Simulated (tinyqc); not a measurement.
# Worked calculation: admittance spectroscopy of a deep trap

Numbers from tinyqc (`OMP_NUM_THREADS=1 python tinyqc.py 2050031 2050032 out.jsonl`; about 0.01 s on one thread of a shared Intel Xeon 2.30GHz). Printed values are rounded.

Schottky contact on an n-type layer with shallow donors Nd (all ionised) and a donor-like deep trap, neutral when filled and positive when empty; depletion approximation. Traps within lam of the depletion edge stay filled. The traps at xt = W - lam, where the level crosses the Fermi level, follow a slow signal and not a fast one. w = 2 pi f.

Parameters, values chosen for the exercise; material values close to those of silicon:
- eps_r = 11.5 (relative permittivity)
- Nc = 2.79e19 cm^-3 (conduction-band density of states at 300 K)
- vth = 2.2e7 cm/s (thermal velocity at 300 K)
- Nd = 8.6e14 cm^-3 (shallow donor density)
- Vbi = 0.69 V (built-in voltage)
- Et = 0.2 eV (depth of the trap below the conduction edge)
- sn = 4.6e-14 cm^2 (capture cross-section)
- Nt = 3.4e13 cm^-3 (trap density)
- Vr = 1.6 V (reverse bias)
- f = 6200 Hz (signal frequency)
- T = 115 K (temperature)

Constants: q = 1.602176634e-19 C, kB = 1.380649e-23 J/K, eps0 = 8.8541878128e-14 F/cm where lengths are in cm. Results are converted to the units shown.

## Widths and limiting capacitances

lam = sqrt(2 eps0 eps_r (EF - ET)/(q Nd)), EF - ET = Et - (kB T/q) ln(Nc(T)/Nd), Nc(T) = Nc (T/300 K)^1.5. In the steady state at the band bending V, 2 eps0 eps_r V/q = Nd W^2 + Nt (W - lam)^2 (the second term only if W > lam). V = Vbi + Vr. C_HF = eps0 eps_r/W, C_LF = eps0 eps_r (Nd + Nt)/(Nd W + Nt xt).

lam = 405.6150 nm
W = 1818.154 nm
xt = 1412.539 nm
C_HF = 5.600359 nF/cm^2
C_LF = 5.648281 nF/cm^2

The step is 0.856 % of C_HF.

## Admittance at the signal frequency

Emission rate en = sn vth(T) Nc(T) exp(-Et/kB T) = sn g T^2 exp(-Et/kB T), g = vth Nc/(300 K)^2, as vth goes as T^0.5 and Nc as T^1.5 (degeneracy factor 1). Inflection frequency w0 = 2 en [1 + Nt xt/(Nd W)]; C = C_HF + (C_LF - C_HF)/(1 + (w/w0)^2), G/w = (C_LF - C_HF)(w/w0)/(1 + (w/w0)^2).

en = 7130.275 1/s
w0/(2 pi) = 2339.349 Hz
C = 5.606331 nF/cm^2
G/w = 0.01582847 nF/cm^2

The signal is faster than the trap, which mostly does not follow it.
